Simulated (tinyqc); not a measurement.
Switching kinetics of a ferroelectric film and the memory window of a ferroelectric gate stack: one step, computed by the program tinyqc.

Fields in MV/cm; 1 microcoulomb/cm^2 over eps_0 is 11.29409 MV/cm. In the stack (metal, ferroelectric, interlayer, channel) the channel is taken as a conductor.

Task: Memory window. Saturated branches: P(E) = P_s tanh[(E -/+ E_c)/(2 delta)], delta = E_c/ln[(1 + P_r/P_s)/(1 - P_r/P_s)]; D = P + eps_0 eps_F E. At threshold the channel charge is negligible, so D = 0 on each branch: (1 - s) P(E) + eps_0 eps_F E = 0, with the screened share s. The rising branch has the root E0 between 0 and E_c; window = 2 E0 t_F; its upper bound is 2 E_c t_F.

Inputs (values chosen for the exercise, for a model hafnia-based film):

| quantity | value | unit |
|---|---|---|
| saturation polarisation P_s | 22 | microcoulomb/cm^2 |
| ratio P_r/P_s | 0.77 | - |
| coercive field E_c | 0.9 | MV/cm |
| permittivity of the ferroelectric eps_F | 28 | - |
| thickness t_F | 7.7 | nm |
| share s of P screened by trapped charge | 0.71 | - |

delta = 0.4410348 MV/cm

Give: field E0; memory window; bound 2 E_c t_F; fixed-charge estimate 2 (1 - s) P_r t_F/(eps_0 eps_F).

Result:

field E0 = 0.6663 MV/cm

memory window = 1.026 V

bound 2 E_c t_F = 1.386 V

fixed-charge estimate 2 (1 - s) P_r t_F/(eps_0 eps_F) = 3.052 V

Charge and coercive field both limit the window.
